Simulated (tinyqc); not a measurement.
# Worked calculation: drifting, spreading and decaying minority pulse (Haynes-Shockley), explicit time steps

tinyqc, about 0.01 s, one thread, Intel Xeon 2.30GHz (shared host): `OMP_NUM_THREADS=1 python tinyqc.py 2310135 2310136 out.jsonl` Printed values are rounded.

Low injection in a uniform field: dn/dt = D d2n/dx2 - v dn/dx - n/tau with D = mu Vt and v = mu F towards +x. Exact solution on an infinite bar for a Gaussian start at x0: n = N0 exp(-t/tau) exp(-(x - x0 - v t)^2/(2 s^2))/sqrt(2 pi s^2), s^2 = s0^2 + 2 D t.

Values chosen for this exercise; mobility close to that of indium phosphide at room temperature: temperature T = 300 K; minority-carrier mobility mu = 203 cm^2/(V s); sweep field along the drift F = 25 V/cm; mesh step hx = 6.7 um; lifetime tau = 2.1e-6 s; injected sheet density N0 = 5e11 cm^-2; time step dt = 3.3e-8 s; initial width (standard deviation) s0 = 8.4 um.

Constants: q = 1.602176634e-19 C, kB = 1.380649e-23 J/K, Vt = kB T/q. Results are converted to the units shown.

## Coefficients of the scheme

Exponentially fitted fluxes: d = F hx/Vt, B(d) = d/(exp(d) - 1), k = D dt/hx^2; (L n)_i = a n_(i-1) + b n_i + c n_(i+1) with a = k B(-d), c = k B(d), b = -a - c - dt/tau. Explicit steps keep n positive for dt up to 1/[(D/hx^2)(B(d) + B(-d)) + 1/tau].

D = 5.24796 cm^2/s
v = 5075 cm/s
d = 0.647919
a = 0.524177
b = -0.814106
c = 0.274215
positivity limit of dt = 4.05353e-8 s

dt is 0.81 times the explicit limit. On this mesh the fitted flux acts like a diffusion coefficient (d/2) coth(d/2) D = 1.03 D for a travelling pulse, before the error of the time steps.

## Initial pulse

Nodes x_i = i hx, i = 1 to 13, n = 0 at nodes 0 and 14; the Gaussian at t = 0 with x0 = 4 hx.

n at t = 0, node 1 to 13 (in units of 1e14 cm^-3): 0.13560  0.66529  1.72764  2.37466  1.72764  0.66529  0.13560  0.01463  0.00084  0.00003  0.00000  0.00000  0.00000

## Step 1: densities after a time step

(L n)_i = a n_(i-1) + b n_i + c n_(i+1), n = 0 beyond the ends. Explicit step: n(new) = n + L n.

n at t = 1 dt, node 1 to 13 (in units of 1e14 cm^-3): 0.20764  0.66850  1.32105  1.82077  1.74833  1.06644  0.37795  0.07403  0.00783  0.00044  0.00001  0.00000  0.00000

## Step 2: densities after a time step

As before.

n at t = 2 dt, node 1 to 13 (in units of 1e14 cm^-3): 0.22191  0.59536  1.09527  1.51035  1.57184  1.21832  0.64956  0.21402  0.04038  0.00419  0.00023  0.00001  0.00000

## Step 3: densities after a time step

As before.

n at t = 3 dt, node 1 to 13 (in units of 1e14 cm^-3): 0.20451  0.52733  0.92984  1.28590  1.41797  1.22852  0.81805  0.39134  0.12084  0.02201  0.00224  0.00012  0.00000

## Course in time

The same steps, now on nodes 1 to 60 (n = 0 at nodes 0 and 61), for 24 steps; centre = sum x n/sum n. Deviations are from the exact pulse, as a share of its largest value on the nodes; a run counts as stable if they stay under 100 %.

Course of the iteration:
```
step  hx sum n (cm^-2)  centre (um)  most negative n (cm^-3), 0 if none  largest deviation (% of the peak)
1           4.88630e11      28.7036                                   0                               3.73
2           4.77137e11      30.6482                                   0                               5.04
3           4.65562e11      32.6330                                   0                               4.69
4           4.54489e11      34.6183                                   0                               4.65
5           4.43991e11      36.5943                                   0                               5.43
6           4.34072e11      38.5553                                   0                               6.83
7           4.24683e11      40.5003                                   0                               7.81
8           4.15772e11      42.4289                                   0                               8.65
9           4.07287e11      44.3418                                   0                               9.38
...                ...          ...                                 ...                                ...
16          3.56604e11      57.3743                                   0                               11.4
17          3.50289e11      59.1958                                   0                               11.6
18          3.44151e11      61.0094                                   0                               11.9
19          3.38177e11      62.8157                                   0                               12.0
20          3.32357e11      64.6154                                   0                               12.1
21          3.26681e11      66.4089                                   0                               12.3
22          3.21141e11      68.1966                                   0                               12.5
23          3.15729e11      69.9790                                   0                               12.5
24          3.10438e11      71.7565                                   0                               12.6
```

The run is stable. After 24 steps the deviation is 13 % of the peak. From step 1 to the last the centre has moved at 1.12 v and the content is 9.5 % below N0 exp(-t/tau). On an endless mesh these steps would give a speed of 1.02 v and a content of 0.997 times the exact one, from dt/tau = 0.0157 alone; the rest comes from the absorbing ends.
